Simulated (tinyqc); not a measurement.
Off-state leakage of single and stacked transistors: one step of the calculation.

n-channel devices of unit width. Subthreshold current I(Vg, Vs, Vd) = I0 (T/300 K)^0.5 exp[(Vg - Vs - VT(T) - gb (Vs - Vb) + dd (Vd - Vs))/(nf Vt)] (1 - exp(-(Vd - Vs)/Vt)), VT(T) = VT - cT (T - 300 K). Gate-edge tunnelling Ig (Vd/1 V) exp(ag (Vd - 1 V)), for a gate at 0 V, and band-to-band leakage Ab u exp(-Bb/u), u = Vd - Vb + 1 V, flow at a drain held at V; both are taken as independent of T. In a stack of off transistors (all gates at 0 V) the same subthreshold current passes through each.

Question. New Vx. Stack of two, Vx the node between them: I_low = I(0, 0, Vx), I_up = I(0, Vx, V), f = ln(I_up/I_low), f' = -(1 + gb + 2 dd)/(nf Vt) - 1/(Vt (exp(Vx/Vt) - 1)) - 1/(Vt (exp((V - Vx)/Vt) - 1)), Vx(new) = Vx - f/f'.

Values chosen for this exercise; values of the order met in bulk silicon logic transistors:
- T = 358 K (temperature)
- V = 1 V (supply voltage)
- VT = 0.35 V (threshold at 300 K, zero drain and body bias)
- cT = 0.9 mV/K (fall of the threshold with temperature)
- I0 = 0.61 uA/um (current at threshold at 300 K)
- nf = 1.27 (slope factor)
- dd = 0.15 (drain-induced lowering per volt)
- gb = 0.08 (rise of the threshold per volt of source-body bias)
- Vb = -0.6 V (body voltage)

Constants: q = 1.602176634e-19 C, kB = 1.380649e-23 J/K, Vt = kB T/q. Results are converted to the units shown.

Vx at the start = 0.109 V

Find: I_low; I_up; f; f'; Vx after iteration 1.

Answer.

I_low = 0.14420 nA/um
I_up = 0.14696 nA/um
f = 0.018926
f' = -36.198 1/V
Vx after iteration 1 = 0.10952 V

Computed by the program tinyqc: `OMP_NUM_THREADS=1 python tinyqc.py 2242173 2242174 out.jsonl`, one thread of a shared Intel Xeon 2.30GHz, about 0.03 s for the whole run.
